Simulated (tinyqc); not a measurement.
Worked calculation: lattice vibrations of a chain. Computed by tinyqc, a small Python program that keeps every step. Command: `OMP_NUM_THREADS=1 python tinyqc.py 28512 28513 out.jsonl` (the two numbers bound the seeds that draw the settings). One thread of a shared host (Intel(R) Xeon(R) Processor @ 2.60GHz), about 0.01 s of CPU time with the checks.

## Dynamical matrix at q = 0.45

A chain moving along its axis:
```
atom               mass (u)  spring to the next atom (eV/angstrom^2)
1                  66.60000                                  8.10000
2                   3.10000                                  5.30000
3                  55.60000                                 14.40000
4                  30.90000                                 27.00000
second neighbours         -                                  0.50000
```

q is in units of 2 pi/a. A spring k from atom i to atom j, n cells on, adds k to Phi_ii and Phi_jj, -k exp(2 pi i q n) to Phi_ij and the conjugate to Phi_ji (for one atom a cell: 2k (1 - cos 2 pi q n)); D_ij = Phi_ij / sqrt(m_i m_j).

D(q) (eV/(angstrom^2 u)):
$$\begin{pmatrix}
0.54204 & -0.56372 & -0.00040+0.00254i & 0.56605+0.18392i \\
-0.56372 & 4.64516 & -0.40370 & -0.00250+0.01579i \\
-0.00040-0.00254i & -0.40370 & 0.37230 & -0.34741 \\
0.56605-0.18392i & -0.00250-0.01579i & -0.34741 & 1.37217
\end{pmatrix}$$

## Frequencies

omega^2 are the eigenvalues; wavenumber = 521.4708 sqrt(eigenvalue) 1/cm.

eigenvalues: [0.09834, 0.33027, 1.74471, 4.75835]

wavenumbers (1/cm): [163.5, 299.7, 688.8, 1137.5]

weights |e|^2 of the mass-weighted modes, order atom 1, atom 2, atom 3, atom 4:
$$\begin{pmatrix}
0.46623 & 0.34581 & 0.17003 & 0.01793 \\
0.00229 & 0.02158 & 0.00232 & 0.97382 \\
0.31056 & 0.62595 & 0.05544 & 0.00805 \\
0.22093 & 0.00666 & 0.77221 & 0.00020
\end{pmatrix}$$

## Dispersion and heat capacity

C/k_B per atom = mean over q = (j + 1/2)/80, j = 0..39 and all branches of y^2 e^y/(e^y - 1)^2, y = hc wavenumber / k_B T.

Wavenumbers (1/cm):
```
q         branch 1   branch 2   branch 3    branch 4
0.00000    0.00000  347.14933  686.11849  1137.39680
0.06250   28.10255  345.78142  686.22584  1137.40154
0.12500   55.74888  341.75723  686.53023  1137.41506
0.18750   82.43116  335.32703  686.98224  1137.43528
0.25000  107.51668  326.95498  687.51004  1137.45913
0.31250  130.12283  317.41928  688.03217  1137.48297
0.37500  148.90930  307.99950  688.47045  1137.50318
0.43750  161.85963  300.67938  688.76113  1137.51668
0.50000  166.58049  297.83676  688.86279  1137.52142
```

Heat capacity:
```
T (K)  C/k_B per atom
20            0.05167
50            0.13601
100           0.25855
200           0.44748
300           0.58951
600           0.82571
1200          0.94739
```

zero-point energy per atom = 34.86758 meV
